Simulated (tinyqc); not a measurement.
Rapid thermal processing of a wafer: radiative balance, ramp and cooling, pattern effects, pyrometer error and spike budget: one step, computed by the program tinyqc. Command: `OMP_NUM_THREADS=1 python tinyqc.py 3111520 3111521 out.jsonl rtp walk`. One thread of a shared host (Intel(R) Xeon(R) Processor @ 2.30GHz), about 0.04 s of CPU time with the checks.

The wafer is opaque and uniform through its thickness unless said otherwise; temperatures in formulas are in kelvin (C + 273.15). sigma = 5.670374419e-12 W/(cm^2 K^4).

Problem. Pyrometer error. Signal proportional to eps/(exp(c2/(lambda T)) - 1), c2 = h c/k_B. If the assumed emissivity is too high by the given error, the reading T' solves (1 + error)/(exp(c2/(lambda T')) - 1) = 1/(exp(c2/(lambda T)) - 1). Wien estimate: T' - T = -lambda T^2 ln(1 + error)/c2. Process rates go as exp(-E_a/(k_B T)).

Inputs (values chosen for the exercise, modelled on a hot silicon wafer):
```
quantity                              value        unit
process temperature                     862           C
starting temperature                    450           C
pyrometer wavelength                    2.3  micrometre
error of the assumed emissivity          12           %
activation energy of the process E_a   1.24          eV
```

Constants: h = 6.62607015e-34 J s; c = 299792458 m/s; k_B = 1.380649e-23 J/K; k_B = 8.617333262e-05 eV/K.

Give: c2; c2/(lambda T); reading less true temperature; Wien estimate; rate at T over rate at T', less 1.

Solution.

c2 = 14388 micrometre K

c2/(lambda T) = 5.5108

reading less true temperature = -22.788 K

Wien estimate = -23.344 K

rate at T over rate at T', less 1 = 29.653 %

Caution: below about 600 C lightly doped silicon is partly transparent at this wavelength, so its emissivity is not yet the hot value early in the ramp.
